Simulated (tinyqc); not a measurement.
Ion-assisted plasma etching: sheath, surface coverage, synergy and aspect-ratio dependence: one step, computed by the program tinyqc.

Radicals adsorb on bare sites; ions remove covered sites with a high yield and bare sites by sputtering; a slow spontaneous reaction acts everywhere, walls included.

Task: Sheath and ion angles. Debye length lambda_D = sqrt(eps_0 T_e/(e n_s)) with n_s = 0.61 n_e, T_e in volts; Child-law sheath d = (sqrt2/3) lambda_D (2 V/T_e)^(3/4); ion energy E = V + T_e/2; angular spread = arctan(sqrt(T_i/E)).

Inputs (values chosen for the exercise, close to those used for silicon dioxide in a fluorocarbon plasma):

| quantity | value | unit |
|---|---|---|
| plasma density n_e | 1.6e+10 | 1/cm^3 |
| electron temperature T_e | 2.7 | eV |
| sheath voltage V | 300 | V |
| ion temperature T_i | 0.66 | eV |

Feature: round hole.

Constants: eps_0 = 8.8541878128e-12 F/m; e = 1.602176634e-19 C.

Give: Debye length; sheath thickness; ion energy E; angular spread.

Result:

Debye length = 123.64 um

sheath thickness = 3354.8 um

ion energy E = 301.35 eV

angular spread = 2.6794 degrees

Caution: a sheath of several millimetres is collisional at usual pressures, which lowers the ion energy and widens the angles.
